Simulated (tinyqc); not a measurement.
Equilibrium and kinetic segregation of a solute to boundaries and growing surfaces: one step, computed by the program tinyqc.

Task: Depletion of small grains. With theta the solute fraction on boundary sites and x that in the grains, theta/(1 - theta) = [x/(1 - x)] exp[(Q + z w theta)/(k_B T)]. Finite grains: boundary sites are the fraction f = 3 delta/d, and x0 = (1 - f) x + f theta; solve both equations for theta; share at boundaries = f theta/x0.

Inputs (values chosen for the exercise, for a model alloy):
```
quantity                              value  unit
segregation energy Q                  0.724    eV
interaction z w (positive attracts)    0.18    eV
total solute fraction x0             0.0076     -
temperature T                          1225     K
grain size d                            830    nm
boundary thickness delta               0.57    nm
```

Isotherm: Fowler-Guggenheim.

Constants: k_B = 8.617333262e-05 eV/K.

Give: site fraction f; coverage theta; fraction x left in the grains; share of solute at boundaries; enrichment theta/x.

Result:

site fraction f = 0.0020602

coverage theta = 0.96542

fraction x left in the grains = 0.0056226

share of solute at boundaries = 26.171 %

enrichment theta/x = 171.70
